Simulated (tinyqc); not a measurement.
Changing the decay q: Gupta-type many-body potential for a metal. Computed by tinyqc, a small Python program. Command: `OMP_NUM_THREADS=1 python tinyqc.py 3019041 3019042 out.jsonl gupta sweep`. One thread of a shared host (Intel(R) Xeon(R) Processor @ 2.30GHz), about 0.02 s of CPU time with the checks.

E_i = sum_j A exp(-p (r_ij/r0 - 1)) - xi rho_i^gamma, with rho_i = sum_j exp(-2 q (r_ij/r0 - 1)); gamma = 1/2 is the tight-binding second-moment form. The crystal is fcc unless stated; d is the neighbour distance and a fixed number of shells is kept.

Inputs (values chosen for the exercise, modelled on silver):
```
quantity                  value      unit
repulsion A               0.106        eV
hopping xi                  1.2        eV
decay p                    11.2         -
reference distance r0     2.889  angstrom
shells kept                   2         -
embedding exponent gamma    0.5         -
```

Surface: (111).

Constants: 1 eV/angstrom^3 = 160.2176634 GPa; 1 eV/angstrom^2 = 16.02176634 J/m^2.

Method:
- fcc shells: d sqrt(k), k = 1..5, with 12, 6, 24, 12, 24 atoms; Omega = d^3/sqrt2.
- Equilibrium: dE/dd = 0; B = d^2 E''(d)/(9 Omega).
- Repulsion and density of one neighbour in each shell, and their sums.
- Each neighbour j of the vacancy loses one repulsive term and one density term: E_v = sum_shells count x {-repulsion - xi [(rho - density)^gamma - rho^gamma]}. (The removed atom returns to a bulk-like site, so its own energy cancels.)
- Second derivatives of E/Omega at equilibrium under homogeneous strain: e_xx = h gives C11; e_xx = -e_yy = h gives 2 (C11 - C12); e_xy = e_yx = h/2 gives C44.
- Cut the crystal without relaxation; an atom in layer l keeps the neighbours that lie below the surface plane. Excess = E_i + E_c. Surface energy = sum of excesses over the layers, divided by the area per surface atom: (sqrt3/2) d^2 for (111), d^2 for (100), sqrt2 d^2 for (110).

One run for each value; columns: (1) decay q; (2) ratio E_v/E_c, E_c = xi rho^gamma less the repulsive energy; (3) Cauchy pressure C12 - C44 (GPa); (4) bulk modulus B (GPa); (5) surface energy (J/m^2):
```
(1)       (2)     (3)     (4)      (5)
1.87  0.40660  14.546   69.30  0.80480
2.13  0.39011  18.847   77.14  0.75890
2.40  0.37196  24.074   85.36  0.71551
2.67  0.35267  30.193   93.77  0.67547
3.20  0.31093  45.410  111.28  0.60306
3.47  0.28743  55.207  120.96  0.56758
3.73  0.26315  66.295  130.96  0.53320
```

Give the missing row, decay q = 2.93.

Computed row; columns: (1) decay q; (2) ratio E_v/E_c, E_c = xi rho^gamma less the repulsive energy; (3) Cauchy pressure C12 - C44 (GPa); (4) bulk modulus B (GPa); (5) surface energy (J/m^2):
```
(1)       (2)     (3)     (4)      (5)
2.93  0.33288  37.068  102.16  0.63921
```

Interpolating between the two neighbouring rows (linearly) misses most in Cauchy pressure C12 - C44 (GPa), by 1.6 %. Over the rows, ratio E_v/E_c, E_c = xi rho^gamma less the repulsive energy falls from 0.407 to 0.263 (exponent d ln y / d ln x -0.32 between the first rows and -1.2 between the last); Cauchy pressure C12 - C44 (GPa) rises from 14.5 to 66.3 (exponent d ln y / d ln x 2.0 between the first rows and 2.5 between the last); bulk modulus B (GPa) rises from 69.3 to 131 (exponent d ln y / d ln x 0.82 between the first rows and 1.1 between the last). A larger q/p makes repulsion and band term cancel more closely, so the many-body part weighs more: vacancies get cheaper relative to E_c and the Cauchy pressure grows.
